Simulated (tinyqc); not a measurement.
## Circuit elements from the admittance matrix

Problem. Y belongs to a common-source circuit with y11 = i w (Cgs + Cgd), y12 = -i w Cgd, y21 = gm - i w Cgd, y22 = gds + i w (Cgd + Cd) and a resistance Rg in series with the gate; w = 2 pi f. Find Rg, Cgs + Cgd, Cgd, gm, gds and Cd.

Inputs (values chosen for the exercise):

| symbol | value | unit | meaning |
|---|---|---|---|
| f | 5 | GHz | signal frequency |

Y with Rg (mS):

|  | 1 | 2 |
|---|---|---|
| 1 | 0.07330552+3.09910072i | -0.02673686-1.13034093i |
| 2 | 12.80515100-1.43386387i | 0.92394415+2.57348248i |

Answer. 1/Y11 = Rg + 1/(i w (Cgs + Cgd)) gives Rg; removing it from Z11 returns the inner y, whose parts are read off.

Rg = 7.63 ohm
Cgs + Cgd = 98.7 fF
Cgd = 36.0 fF
gm = 12.8 mS
gds = 0.912 mS
Cd = 42.4 fF

Computed by the program tinyqc: `OMP_NUM_THREADS=1 python tinyqc.py 2150130 2150131 out.jsonl`, one thread of a shared Intel Xeon 2.30GHz, about 0.01 s for the whole run.
